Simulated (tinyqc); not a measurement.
Tension along [110]: repopulation and mass change: two-band k.p model of the Delta valleys near the X point under shear strain.

Valley pair on the [001] axis, kz counted from the X point, c = hbar^2/2m0, k0 = kx0 2 pi/a. H = (c kz^2/ml + c (kx^2 + ky^2)/mt + c k0^2/ml) 1 + (2 c k0 kz/ml) sigma_z + (D exy - 2 c kx ky/Mp) sigma_x, so E = c kz^2/ml + c (kx^2 + ky^2)/mt + c k0^2/ml -/+ sqrt((2 c k0 kz/ml)^2 + (D exy - 2 c kx ky/Mp)^2). Without strain the lower band has its minima, E = 0, at kz = +/- k0. Shifts from diagonal strain are left out.

For |eta| < 1: k_min = k0 sqrt(1 - eta^2), E_min = -Delta eta^2/2, ml(eta) = ml/(1 - eta^2), 1/m[110] = 1/mt + eta/Mp, 1/m[1-10] = 1/mt - eta/Mp. For |eta| > 1 the minimum sits at X: E_min = -Delta (2 |eta| - 1)/2, ml(eta) = ml/(1 - 1/|eta|), and eta is replaced by its sign in the transverse masses. Here Delta = 2 c k0^2/ml and eta = D exy/Delta.

s11 = (C11 + C12)/((C11 - C12)(C11 + 2 C12)), s12 = -C12/((C11 - C12)(C11 + 2 C12)), s44 = 1/C44; exx = s11 sxx + s12 (syy + szz) and cyclic, exy = s44 sxy/2; tension is positive. A uniaxial stress X along the unit vector n is s_ij = X n_i n_j.

Constants: hbar^2/2m0 = 3.80998211 eV angstrom^2; kB = 8.617333262e-05 eV/K.

Values chosen for the exercise (near those of Si; not measured data):
```
symbol  value  unit      meaning
a       5.444  angstrom  lattice constant
ml      0.895  m0        longitudinal mass
mt      0.195  m0        transverse mass
kx0     0.149  2 pi/a    distance of the minimum from X
D       15.3   eV        shear deformation potential
Mp      0.245  m0        coupling mass
C11     163.8  GPa
C12     62.7   GPa
C44     78.2   GPa
Xu      9.4    eV        uniaxial potential
T       400    K         temperature
```

The z valleys move against the x and y valleys by Xu (ezz - exx) and, through the shear, by E_min. Share of the z valleys n = w/(w + 2 exp(dE/kT)), dE the total relative shift, w = sqrt(ml(eta) m[110] m[1-10]/(ml mt^2)). Along [110]: 1/m_c = n/m[110] + (1 - n)(1/ml + 1/mt)/2. Fixed masses means E_min = 0, w = 1, m[110] = mt. Gains are against 3/(1/ml + 2/mt) at a fixed scattering time.

Results:
```
X (GPa)  Xu (ezz - exx) (meV)  E_min (meV)  m[110]  m_c fixed masses  m_c with shear  gain fixed (%)  gain with shear (%)
0.00                      0.0          0.0  0.1950            0.2638          0.2638             0.0                  0.0
0.25                    -11.6         -0.3  0.1877            0.2532          0.2478             4.2                  6.5
0.50                    -23.2         -1.2  0.1810            0.2430          0.2305             8.6                 14.4
1.00                    -46.5         -4.8  0.1689            0.2251          0.1973            17.2                 33.7
1.50                    -69.7        -10.7  0.1583            0.2124          0.1716            24.2                 53.8
2.00                    -93.0        -19.0  0.1489            0.2045          0.1542            29.0                 71.1
3.00                   -139.5        -42.8  0.1332            0.1976          0.1338            33.5                 97.2
```

At 1 GPa repopulation alone gives 17.2 % and the shear terms raise it to 33.7 %. From 2 to 3 GPa the fixed-mass gain grows by 4.5 points, towards its ceiling of 35.3 % when all electrons sit in the z valleys, whereas the gain with shear grows by 26.1 points because m[110] keeps falling.

tinyqc: `OMP_NUM_THREADS=1 python tinyqc.py 1081192 1081193 out.jsonl`; about 0.01 s, one thread, shared Intel(R) Xeon(R) Processor @ 2.30GHz.
